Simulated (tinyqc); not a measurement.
Inside a calculation: coherent potential approximation for a binary alloy with a semi-elliptic band. Values are carried at full precision from step to step, so a last printed digit may differ when a step is redone from the rounded ones.

Site levels eA = -x d (share 1 - x) and eB = (1 - x) d (share x), so that their mean, the virtual crystal, is 0. Pure band: G0(z) = 2 (z - sqrt(z - W) sqrt(z + W))/W^2 with principal roots, density -Im G/pi per site. The medium has a self-energy S(z), G = G0(z - S), z = E + i eta. t_i = (e_i - S)/(1 - (e_i - S) G); the CPA demands <t> = (1 - x) tA + x tB = 0. Iteration: start at S = 0, set S(new) = S + <t>/(1 + <t> G), stop when |<t>| < 1e-9 eV.

Constants: hbar = 6.58211957e-16 eV s.

Parameters, chosen for this exercise:
```
symbol  value  unit  meaning
W       1.7    eV    half width of the pure band
x       0.33         fraction of B
d       1.5    eV    eB - eA
eta     0.034  eV    broadening
E       1.02   eV    energy
```

## First step: the average t-matrix

With S = 0 form G, tA, tB, <t> and the new S.

eA, eB (eV): [-0.4950, 1.0050]

G = 0.68824-0.91811i 1/eV

tA, tB (eV): [-0.3312-0.1123i, 0.3274-0.9798i]

<t> = -0.1138-0.3985i eV
S after one step = 0.0130-0.7132i eV

## The self-consistent medium

Iterate.

Iterations:
```
i              S (eV)          G (1/eV)  |<t>| (eV)
0             0.00000  0.68824-0.91811i       0.414
1    0.01303-0.71316i  0.37690-0.60908i       0.440
2    0.42046-0.83858i  0.21778-0.66714i       0.210
3    0.44911-0.65715i  0.23979-0.73861i      0.0645
4    0.38456-0.64824i  0.26694-0.72931i      0.0238
5    0.37997-0.67206i  0.26374-0.71917i     0.00929
6    0.38901-0.67415i  0.25986-0.72023i     0.00354
7    0.38989-0.67073i  0.26022-0.72172i     0.00134
...               ...               ...         ...
18   0.38863-0.67084i  0.26068-0.72142i    3.12e-08
19   0.38863-0.67084i  0.26068-0.72142i    1.18e-08
20   0.38863-0.67084i  0.26068-0.72142i    4.48e-09
21   0.38863-0.67084i  0.26068-0.72142i    1.70e-09
22   0.38863-0.67084i  0.26068-0.72142i    6.45e-10
```

S = 0.38863-0.67084i eV
G = 0.26068-0.72142i 1/eV

Converged at i = 22. The first step gave 0.0130-0.7132i eV.

## Densities on A and B, and the lifetime

G_i = G/(1 - (e_i - S) G); densities -Im G_i/pi; their weighted sum must be -Im G/pi. Lifetime hbar/(2 |Im S|), which has a meaning only while |Im S| is small against W. Weak-scattering value of S: x (1 - x) d^2 G.

densities (1/eV): on A 0.0854, on B 0.5224, weighted sum 0.2296, medium 0.2296

lifetime = 0.491 fs
weak-scattering S = 0.1297-0.3589i eV

A B site carries the larger density here, by a factor 6.11; the weak-scattering value is 52 % from S.

## Checks

- Weighted sum of the partial densities against the density of the medium: both 0.22964.

tinyqc: `OMP_NUM_THREADS=1 python tinyqc.py 1480529 1480530 out.jsonl`; about 0.01 s, one thread, shared Intel(R) Xeon(R) Processor @ 2.30GHz.
